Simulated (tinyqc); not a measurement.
# Carrier lifetime of a p-type layer with SRH, radiative, Auger and surface recombination: effect of the acceptor density at dn = 8e15 cm^-3

Uniform excess density dn = dp (no trapping), n = n0 + dn, p = p0 + dn, Boltzmann statistics, full ionisation. Surfaces enter as a rate 2 S dn/d, which holds while diffusion to them is fast.

ni = sqrt(Nc Nv) exp(-Eg/(2 Vt)), Eg in volts; majority density N/2 + sqrt(N^2/4 + ni^2), n0 p0 = ni^2; n1 = Nc exp(-Et/Vt), p1 = Nv exp((Et - Eg)/Vt); tn0 = 1/(sn vth Nt), tp0 = 1/(sp vth Nt). With e = n p - ni^2 = dn (n0 + p0 + dn): U_SRH = e/(tp0 (n + n1) + tn0 (p + p1)), U_rad = B e, U_Aug = (Cn n + Cp p) e, U_s = 2 S dn/d. Each tau is dn over its rate; tau = dn/U with U the sum. Here dn = 8e15 cm^-3.

Values chosen for this exercise; band and dielectric values close to those of silicon:
- T = 300 K (temperature)
- Eg = 1.13 eV (band gap)
- Nc = 2.82e19 cm^-3 (conduction-band density of states at T)
- Nv = 2.68e19 cm^-3 (valence-band density of states at T)
- B = 4.7e-15 cm^3/s (radiative coefficient)
- Cn = 3.3e-31 cm^6/s (Auger coefficient (two electrons))
- Cp = 1.2e-31 cm^6/s (Auger coefficient (two holes))
- Nt = 1.2e11 cm^-3 (trap density)
- sn = 7e-14 cm^2 (capture cross-section for electrons)
- sp = 8e-15 cm^2 (capture cross-section for holes)
- vth = 1.2e7 cm/s (thermal velocity (both carriers))
- Et = 0.38 eV (trap level below the conduction band)
- S = 1000 cm/s (surface recombination velocity (both faces))
- d = 20 um (sample thickness)

Constants: q = 1.602176634e-19 C, kB = 1.380649e-23 J/K, Vt = kB T/q. Results are converted to the units shown.

The same in every row: tau_s (s) = 1.000e-6.

Result of one run:
```
N (cm^-3)  tau_SRH (s)  tau_rad (s)  tau_Aug (s)   tau (s)  radiative share (%)  largest path
4e18          1.009e-5     5.309e-5     5.159e-7  3.272e-7               0.6164         Auger
```

What becomes of these results when the acceptor density N is changed from 4e18 to 5e14 cm^-3, all else the same?

Result of the changed run:
```
N (cm^-3)  tau_SRH (s)  tau_rad (s)  tau_Aug (s)   tau (s)  radiative share (%)  largest path
5e14          9.174e-5      0.02503      0.03214  9.891e-7             0.003952       surface
```

The whole series:
```
N (cm^-3)  tau_SRH (s)  tau_rad (s)  tau_Aug (s)   tau (s)  radiative share (%)  largest path
1e14          9.578e-5      0.02627      0.03418  9.896e-7             0.003767       surface
5e14          9.174e-5      0.02503      0.03214  9.891e-7             0.003952       surface
2e15          7.947e-5      0.02128      0.02604  9.875e-7             0.004641       surface
9e15          5.083e-5      0.01252      0.01257  9.806e-7             0.007835       surface
4e16          2.441e-5     0.004433     0.002480  9.601e-7              0.02166       surface
2e17          1.326e-5     0.001023     1.742e-4  9.241e-7              0.09034       surface
9e17          1.069e-5     2.343e-4     9.868e-6  8.339e-7               0.3559       surface
4e18          1.009e-5     5.309e-5     5.159e-7  3.272e-7               0.6164         Auger
```

Surface recombination leads at N = 1e14, Auger from 4e18 on. tau_SRH falls from 9.58e-5 to 1.01e-5 s and the total lifetime falls from 9.90e-7 to 3.27e-7 s. Between the last two rows tau_rad goes as N^(-1.00) and tau_Aug as N^(-1.98).

Numbers from tinyqc (`OMP_NUM_THREADS=1 python tinyqc.py 2300013 2300014 out.jsonl`; about 0.01 s on one thread of a shared Intel Xeon 2.30GHz).
